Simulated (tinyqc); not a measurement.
Band-to-band tunnelling and avalanche in a reverse-biased abrupt junction: one step, computed by the program tinyqc. Command: `OMP_NUM_THREADS=1 python tinyqc.py 3030669 3030670 out.jsonl zener walk`. One thread of a shared host (Intel(R) Xeon(R) Processor @ 2.30GHz), about 0.01 s of CPU time with the checks.

Direct Kane tunnelling in the local field (for indirect gaps the mass is an effective fit) and one ionisation coefficient for both carriers. N is the doping of the light side, or N_A N_D/(N_A + N_D) for the symmetric junction; the built-in voltage is taken as E_g/e.

Question. Kane coefficients and peak generation rate. E_g(T) = E_g - (T - 300 K)(-dE_g/dT); b(T) = b [1 + (rise)(T - 300 K)]; w = sqrt(2 eps eps_0 (V_R + E_g/e)/(e N)); F_m = 2 (V_R + E_g/e)/w; the field falls linearly from F_m to 0 on both sides. Kane: G(F) = A F^2 exp(-B/F), A = e^2 sqrt(m_r)/(18 pi hbar^2 sqrt(E_g)), B = pi sqrt(m_r) E_g^(3/2)/(2 e hbar), SI units; J = e int G dx x V_R/(V_R + E_g/e), the last factor making J vanish at zero bias; int G dx = (w/F_m) int_0^F_m G dF by 64 Gauss-Legendre points.

Inputs (values chosen for the exercise, modelled on In0.53Ga0.47As):

| quantity | value | unit |
|---|---|---|
| band gap at 300 K, E_g | 0.739 | eV |
| gap narrowing with temperature, -dE_g/dT | 0.37 | meV/K |
| reduced tunnelling mass m_r | 0.022 | m_0 |
| reverse bias V_R | 0.47 | V |
| temperature T | 300 | K |

Junction: symmetric.

peak field F_m = 0.3967223 MV/cm

Constants: e = 1.602176634e-19 C; m_0 = 9.1093837015e-31 kg; hbar = 1.054571817e-34 J s.

Give: A; B; B/F_m; G(F_m).

Answer.

A = 1.6793e+20 1/(cm s V^2)

B = 5.3619 MV/cm

B/F_m = 13.516

G(F_m) = 3.5674e+25 1/(cm^3 s)

Caution: V_R is below E_g/e, so the field drops by more than a quarter along the tunnelling path and the local Kane formula overestimates the current.
